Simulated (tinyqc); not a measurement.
# Undoped symmetric double-gate MOSFET, analytic potential model: effect of the temperature

An undoped body of thickness ts between two equal insulators and tied gates; long channel, electrons only, n = ni exp((psi - V)/Vt) with V the quasi-Fermi potential (0 at the source, Vd at the drain), constant mobility, no quantisation. Across the body psi(x) = V - 2 Vt ln[(ts/(2 beta)) sqrt(q ni/(2 eps0 eps_r Vt)) cos(2 beta x/ts)], x from the centre. Q is the electron charge per area of the whole body.

Nc and Nv are given at 400 K and scale as (T/400 K)^1.5; Eg and mu are held fixed. ni = sqrt(Nc Nv) exp(-Eg/(2 Vt)), Eg in volts; r = eps_r tox/(eox ts); V0 = dphi + 2 Vt ln[(2/ts) sqrt(2 eps0 eps_r Vt/(q ni))]. beta (between 0 and pi/2) solves (Vg - V0 - V)/(2 Vt) = ln(beta) - ln(cos beta) + 2 r beta tan(beta). Q = 8 eps0 eps_r Vt beta tan(beta)/ts; I = mu (1/L)(4 eps0 eps_r/ts)(2 Vt)^2 [g(beta_s) - g(beta_d)] per width, g = beta tan(beta) - beta^2/2 + r beta^2 tan^2(beta), with beta_s at V = 0 and beta_d at V = Vd.  I(low) is taken at Vg = 0.01 V, Qs and I(high) at Vg = 0.76 V.

Inputs (values chosen for the exercise); material values close to those of germanium: band gap Eg = 0.648 eV; relative permittivity of the semiconductor eps_r = 16.2; conduction-band density of states at the reference temperature Nc = 1.6e19 cm^-3; valence-band density of states at the reference temperature Nv = 9.27e18 cm^-3; relative permittivity of the gate insulator eox = 7.59; insulator thickness tox = 1.4 nm; body thickness ts = 12 nm; gate work function less that of the intrinsic body dphi = 0 V; channel mobility mu = 650 cm^2/(V s); gate length L = 1 um; drain voltage Vd = 0.3 V.

Constants: q = 1.602176634e-19 C, kB = 1.380649e-23 J/K, Vt = kB T/q, eps0 = 8.8541878128e-14 F/cm where lengths are in cm. Results are converted to the units shown.

Result of one run:
```
T (K)  V0 (V)  I(low) (nA/um)  Qs(high) (nC/cm^2)  I(high) (uA/um)
400    0.2564           5.798                3303            421.8
```

What becomes of these results when the temperature T is changed from 400 to 340 K, all else the same?

Result of the changed run:
```
T (K)  V0 (V)  I(low) (nA/um)  Qs(high) (nC/cm^2)  I(high) (uA/um)
340    0.2689          0.7743                3320            418.4
```

The whole series:
```
T (K)  V0 (V)  I(low) (nA/um)  Qs(high) (nC/cm^2)  I(high) (uA/um)
220    0.2925        7.544e-4                3418            421.9
250    0.2868        0.007578                3383            419.4
280    0.2810         0.04795                3356            418.1
310    0.2750          0.2179                3335            417.8
340    0.2689          0.7743                3320            418.4
370    0.2627           2.280                3309            419.8
400    0.2564           5.798                3303            421.8
430    0.2500           13.11                3300            424.3
```

As T goes from 220 to 430 K, I(low) rises from 7.54e-4 to 13.1 nA/um and I(high) goes from 422 through a minimum of 418 (at T = 310 K among the rows listed) to 424 uA/um. V0 falls from 0.292 to 0.250 V. In every row the surface density at the source at the higher gate voltage passes 0.3 Nc, where Boltzmann statistics fail. In every row the mobility is held fixed, though a real one changes with T.

Numbers from tinyqc (`OMP_NUM_THREADS=1 python tinyqc.py 2440013 2440014 out.jsonl`; about 0.01 s on one thread of a shared Intel Xeon 2.30GHz).
